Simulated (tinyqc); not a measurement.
Heat flow across a film from the phonon Boltzmann equation in the relaxation-time approximation: one step, computed by the program tinyqc.

Two black walls, hot at x = 0 and cold at x = L, emit phonons isotropically. For one free path Lambda, with tau = x/Lambda, tau_L = L/Lambda and phi = (T - T_cold)/Delta T, energy balance gives phi(tau) = (1/2) [E2(tau) + int_0^tau_L phi(s) E1(|tau - s|) ds]; E_n are the exponential integrals. The flux over the ballistic flux C v Delta T/4 is psi = 1 - 2 int_0^tau_L phi(s) E2(s) ds, and kappa_eff/kappa = (3/4) tau_L psi. kappa = C v Lambda/3 is an input, so at fixed kappa a longer free path means a smaller C v.

Task: The small linear system for Lambda_1. Cut the film into n equal cells with constant phi, collocated at the centres c_i: the kernel integrates to A_ij = |E2(|c_i - e_j|) - E2(|c_i - e_(j+1)|)|/2 for cell edges e_j, and A_ii = 1 - E2(half a cell); solve (1 - A) phi = E2(c)/2; psi = 1 - 2 sum_j phi_j [E3(e_j) - E3(e_(j+1))].

Inputs (values chosen for the exercise, modelled on germanium): film thickness L = 21 nm; free path Lambda_1 = 100 nm; cells n in the small system = 5.

Give: optical thickness tau_L; 1 - A; right-hand side E2(c)/2; flux weights E3(e_j) - E3(e_(j+1)).

Result:

optical thickness tau_L = 0.21

1 - A, lower triangle (symmetric):
```
         1        2        3        4       5
1   0.9098
2  -0.0563   0.9098
3  -0.0418  -0.0563   0.9098
4  -0.0340  -0.0418  -0.0563   0.9098
5  -0.0288  -0.0340  -0.0418  -0.0563  0.9098
```

right-hand side E2(c)/2: 0.4549  0.3986  0.3568  0.3227  0.2940

flux weights E3(e_j) - E3(e_(j+1)): 0.03838  0.03353  0.03000  0.02713  0.02471
